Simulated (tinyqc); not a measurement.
Memristor with linear dopant drift: effect of the frequency on the first half period.

A film of thickness D has a doped share x: R = Ron x + Roff (1 - x), i = v/R, dx/dt = k i F with k = mv Ron/D^2 and F = 1 (no window). The drive is v = V0 sin(2 pi f t). The model has no threshold and no heating.

The equation is integrated to convergence over the first half period; the lobe area is the integral of i dv, down branch less up branch.

Parameters, values chosen for the exercise: resistance of the fully doped film Ron = 50 ohm; resistance of the undoped film Roff = 40000 ohm; film thickness D = 5 nm; dopant mobility mv = 1.9e-14 m^2/(V s); doped share at t = 0 x0 = 0.36; amplitude V0 = 1 V.

Effect of the frequency on the first half period:

| f (Hz) | x at half period | R0/R(half period) | peak i (uA) | lobe area (uW) |
|---|---|---|---|---|
| 3.5 | 0.5132 | 1.314 | 44.33 | 4.009 |
| 5.9 | 0.4458 | 1.154 | 41.83 | 1.999 |
| 10 | 0.4091 | 1.083 | 40.59 | 1.077 |
| 17 | 0.3884 | 1.046 | 39.92 | 0.6027 |
| 29 | 0.3765 | 1.026 | 39.54 | 0.3434 |
| 49 | 0.3697 | 1.015 | 39.33 | 0.2000 |
| 83 | 0.3657 | 1.009 | 39.21 | 0.1170 |
| 140 | 0.3634 | 1.005 | 39.14 | 0.06898 |

What does the table show?

As f goes from 3.5 to 140 Hz, x at half period falls from 0.513 to 0.363, the resistance ratio falls from 1.31 to 1.01 and the lobe area falls from 4.01 to 0.0690 uW. Between the last two rows the area goes as f^(-1.01): at high frequency too little charge passes, and the loop closes to the line of a fixed resistor.

tinyqc, about 0.2 s, one thread, Intel Xeon 2.30GHz (shared host): `OMP_NUM_THREADS=1 python tinyqc.py 2880130 2880131 out.jsonl`
